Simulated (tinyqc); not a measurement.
MOS structure on a p-type body, non-linear Poisson equation by Newton steps: one step of the calculation.

One dimension, insulator interface at x = 0, acceptor density Na, uniform, net doping C = -(acceptor density). psi is counted from the intrinsic level: n = ni exp((psi - Vb)/Vt), p = ni exp(-psi/Vt); deep in the body psi_b = -Vt ln(Na/ni). The gate acts through Cox = eps0 eox/tox and has the potential psi_G = Vg - (phiM - chi - Vt ln(Nc/ni)). Boltzmann statistics, full ionisation, classical densities, no oxide or interface charge.

Task. Converged densities and sheet charges. n and p as above; box widths w_i (half boxes at both ends); band bending psi_0 - psi_b; N_inv = sum w n; N_dep = -sum w (p + C); centroid sum w n x/N_inv; gate charge Cox (psi_G - psi_0)/q.

Parameters, values chosen for the exercise; band and dielectric values close to those of silicon:
- T = 300 K (temperature)
- Eg = 1.1 eV (band gap)
- Nc = 2.85e19 cm^-3 (conduction-band density of states at T)
- Nv = 2.6e19 cm^-3 (valence-band density of states at T)
- chi = 3.98 eV (electron affinity)
- eox = 7.71 (relative permittivity of the gate insulator (close to silicon nitride))
- tox = 22 nm (insulator thickness)
- phiM = 4.27 eV (gate work function)
- Vb = 0 V (electron quasi-Fermi potential against the body)
- Vg = 0.97 V (gate voltage against the body)

Constants: q = 1.602176634e-19 C, kB = 1.380649e-23 J/K, Vt = kB T/q, eps0 = 8.8541878128e-14 F/cm where lengths are in cm. Results are converted to the units shown.

```
node  x (nm)  converged psi (V)  net doping C (cm^-3)
0          0         0.50558877               -2.4e16
1        0.3         0.49930271               -2.4e16
2      0.819         0.48971675               -2.4e16
3       1.72         0.47576038               -2.4e16
4       3.27         0.45642800               -2.4e16
5       5.95         0.42972121               -2.4e16
6       10.6         0.39098804               -2.4e16
7       18.6         0.33088115               -2.4e16
8       32.5         0.23355210               -2.4e16
9       56.5         0.08277098               -2.4e16
10      97.9        -0.12620183               -2.4e16
11       170        -0.33563391               -2.4e16
12       294        -0.36713495               -2.4e16
13       508        -0.36816474               -2.4e16
```

ni = 1.5678906e10 cm^-3

Give: n; p; band bending; N_inv; N_dep; centroid of the electrons; gate charge over q.

Result.

```
node  n (cm^-3)  p (cm^-3)
0      4.885e18      50.33
1      3.830e18      64.18
2      2.644e18      92.99
3      1.541e18      159.5
4      7.294e17      337.0
5      2.596e17      946.9
6      5.803e16       4236
7      5.674e15    4.333e4
8      1.315e14    1.870e6
9      3.853e11    6.380e8
10      1.189e8   2.067e12
11      3.605e4   6.819e15
12      1.066e4   2.306e16
13      1.024e4   2.400e16
```

band bending = 0.8738 V
N_inv = 8.992e11 cm^-2
N_dep = 5.058e11 cm^-2
centroid of the electrons = 2.345 nm
gate charge over q = 1.405e12 cm^-2

N_inv + N_dep is 0.022 % below the gate charge.

Numbers from tinyqc (`OMP_NUM_THREADS=1 python tinyqc.py 2080085 2080086 out.jsonl`; about 0.3 s on one thread of a shared Intel Xeon 2.30GHz).
